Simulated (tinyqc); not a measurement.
# Strain, valley repopulation and piezoresistance in a many-valley conduction band, step by step

A worked calculation. Computed by tinyqc, a small Python program that keeps every step. Command: `OMP_NUM_THREADS=1 python tinyqc.py 3002176 3002177 out.jsonl valleys walk`. One thread of a shared host (Intel(R) Xeon(R) Processor @ 2.30GHz), about 0.02 s of CPU time with the checks. Intermediate numbers are printed to about 6 digits and carried at full precision; extremes and crossings named in words are read from the listed rows.

Valleys are ellipsoids with mass m_l along the axis a and m_t across it, parabolic, with one constant relaxation time; strain shifts the valleys and leaves the masses alone. Currents are taken along [100], along the load, and along [010], across the load.

Inputs (values chosen for the exercise, modelled on silicon):

| quantity | value | unit |
|---|---|---|
| longitudinal mass m_l | 0.94 | m_0 |
| transverse mass m_t | 0.189 | m_0 |
| shear deformation potential Xi_u | 9.37 | eV |
| dilation deformation potential Xi_d | 1.1 | eV |
| C11 | 166 | GPa |
| C12 | 64.2 | GPa |
| C44 | 79.9 | GPa |
| stress X (tension positive) | -1800 | MPa |
| electron density n | 3e+15 | 1/cm^3 |
| relaxation time tau | 53 | fs |
| temperature T | 200 | K |

Valley axes: <100> (6 valleys in 3 pairs). Load: uniaxial [100].

Constants: k_B = 8.617333262e-05 eV/K; m_0 = 9.1093837015e-31 kg; k_B = 1.380649e-23 J/K; hbar = 1.054571817e-34 J s; e = 1.602176634e-19 C.

## Strain

Compliances S11 = (C11 + C12)/((C11 - C12)(C11 + 2 C12)), S12 = -C12/((C11 - C12)(C11 + 2 C12)), S44 = 1/C44; stress sigma_ij = X n_i n_j for the unit vector n of the load; e_xx = S11 sigma_xx + S12 (sigma_yy + sigma_zz), e_xy = S44 sigma_xy/2 (tensor strain).

strain tensor (%):
```
          x        y        z
x  -1.38259  0.00000  0.00000
y   0.00000  0.38559  0.00000
z   0.00000  0.00000  0.38559
```

Caution: strain near 1 % also warps the bands and changes masses and intervalley scattering, which this model leaves out.

## Valley shifts

Herring-Vogt shift of a valley with unit axis a: dE = Xi_d tr(e) + Xi_u a.e.a.

shifts dE (meV): x -136.274, y 29.404, z 29.404

splitting (highest minus lowest) = 165.678 meV

Lowest: x; the splitting is 9.61 k_B T.

## Populations

Each of the 6 valleys holds n_v = N_v (2/sqrt(pi)) F_1/2((E_F - dE_v)/(k_B T)), N_v = 2 (m_d k_B T/(2 pi hbar^2))^(3/2), m_d = (m_l m_t^2)^(1/3); E_F solves sum n_v = n and is counted from the unstrained edge. F_j(eta) = int_0^infinity x^j/(1 + exp(x - eta)) dx, without a gamma-function factor. It is evaluated after integrating by parts. Integrals over x = E/(k_B T) use 160 Gauss-Legendre points in u = sqrt(x) from 0 to sqrt(max(eta, 0) + 32).

Fermi level E_F = -264.150 meV

share of the electrons (per pair): x 0.999866, y 0.000067, z 0.000067

## Mobility tensor and resistance change

Mobility tensor mu = e tau sum_v (n_v/n) [1/m_t + (1/m_l - 1/m_t) a a^T]; unstrained mu_0 = e tau (1/m_l + 2/m_t)/3; resistivity along d from the inverse tensor, rho_d = d.mu^-1.d/(n e), mobility along d = 1/(d.mu^-1.d); gauge pi_d = (rho_d/rho_0 - 1)/X.

mobility tensor (cm^2/(V s)):
```
        x        y        z
x  99.220    0.000    0.000
y   0.000  493.188    0.000
z   0.000    0.000  493.188
```

unstrained mobility mu_0 = 361.865 cm^2/(V s)

mobility along the first direction = 99.2202 cm^2/(V s)

mobility along the second direction = 493.188 cm^2/(V s)

resistance change along the first direction = 264.709 %

resistance change along the second direction = -26.6273 %

The mobility lies between e tau/m_l = 99.2 and e tau/m_t = 493; the trace stays at 3 mu_0. Along the first direction the filled valleys present more of their heavy mass.

## Linear piezoresistance coefficients

With eta_0 the reduced Fermi level without strain, r = F_-1/2(eta_0)/(2 F_1/2(eta_0)) (1 for a classical gas) and c = r (Xi_u/k_B T) (m_l - m_t)/(2 m_l + m_t): pi11 = -(2/3) c (S11 - S12), pi12 = -pi11/2, pi44 = 0, with S11 - S12 = 1/(C11 - C12).

eta_0 = -8.51832

degeneracy factor r = 0.999929

pi11 = -129.225 1e-11/Pa

pi12 = 64.6125 1e-11/Pa

pi44 = 0 1e-11/Pa

The gas is classical, so the coefficients follow 1/T.

## Full result against the linear law

Linear theory: pi_l = pi11, pi_t = pi12.

Resistance changes (%); at 2000 MPa the strain is near or above 1 %, where band warping, left out here, matters:

| X (MPa) | splitting (meV) | largest share | first direction | linear | second direction | linear |
|---|---|---|---|---|---|---|
| -2000 | 184.086 | 0.999954 | 264.836 | 258.450 | -26.6299 | -129.225 |
| -1000 | 92.043 | 0.990503 | 251.633 | 129.225 | -26.3518 | -64.612 |
| -400 | 36.817 | 0.808909 | 107.413 | 51.690 | -20.5678 | -25.845 |
| -150 | 13.806 | 0.526944 | 26.715 | 19.384 | -9.5362 | -9.692 |
| -50 | 4.602 | 0.395049 | 7.205 | 6.461 | -3.2510 | -3.231 |
| 50 | 4.602 | 0.361577 | -5.795 | -6.461 | 3.1731 | 3.231 |
| 150 | 13.806 | 0.408353 | -14.044 | -19.384 | 8.8958 | 9.692 |
| 400 | 36.817 | 0.472119 | -23.210 | -51.690 | 17.8034 | 25.845 |
| 1000 | 92.043 | 0.498804 | -26.491 | -129.225 | 21.9790 | 64.612 |
| 2000 | 184.086 | 0.499994 | -26.631 | -258.450 | 22.1721 | 129.225 |

Along the first direction the linear law holds within 10 % for 1 of the 10 stresses, at -2000 MPa. At the largest compression the full change is +264.8 % against the linear +258.4 %, at the largest tension -26.6 % against -258.4 %: once the splitting is comparable with k_B T (or E_F) the populations no longer follow it linearly, and the change must saturate when the upper valleys are empty.

Checks made by the program: trace of the tensor against 3 mu_0 (relative difference below 1e-10); linear coefficients against the full calculation at 0.01 MPa (relative difference 2e-05).
